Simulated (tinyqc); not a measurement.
What each parameter does: temperature and isotope dependence of a band gap in oscillator models.

E(T) = E0 - sum_i sl_i th_i n_i(T), n = 1/(exp(th/T) - 1). The same coupling lowers the gap at 0 K by the zero-point term ZP = sum_i sl_i th_i/2, so the gap of the static lattice is E0 + ZP. Thermal expansion is taken as part of the slopes.

Inputs chosen for the exercise (near those of InP; shifted at random, so the results belong to these values and not to a real crystal):
```
symbol  value             unit   meaning
E0      1.424             eV     gap at 0 K
th      (123, 362)        K      temperatures of two oscillators
sl      (0.1398, 0.2282)  meV/K  their high-temperature slopes
T       400               K      temperature
```

Gap at T, slope -sum sl_i (th_i/T)^2 n_i (1 + n_i) and ZP.

Results for these values:
```
case  E(T) (eV)  dE/dT (meV/K)  ZP (meV)
base     1.3201        -0.3519     49.90
```

What happens to each result for E0 = 1.434 eV, all else kept?

Answer: E(T) rises from 1.3201 to 1.3301; dE/dT does not change at the printed digits; ZP does not change at the printed digits.

The same for each parameter in turn:
```
case                         E(T) (eV)  dE/dT (meV/K)  ZP (meV)
base                            1.3201        -0.3519     49.90
T = 440 K                       1.3060        -0.3546     49.90
E0 = 1.434 eV                   1.3301        -0.3519     49.90
th = (123, 434) K               1.3257        -0.3458     58.12
sl = (0.1817, 0.2282) meV/K     1.3058        -0.3935     52.48
```

tinyqc: `OMP_NUM_THREADS=1 python tinyqc.py 1880790 1880791 out.jsonl`; about 0.01 s, one thread, shared Intel(R) Xeon(R) Processor @ 2.30GHz.
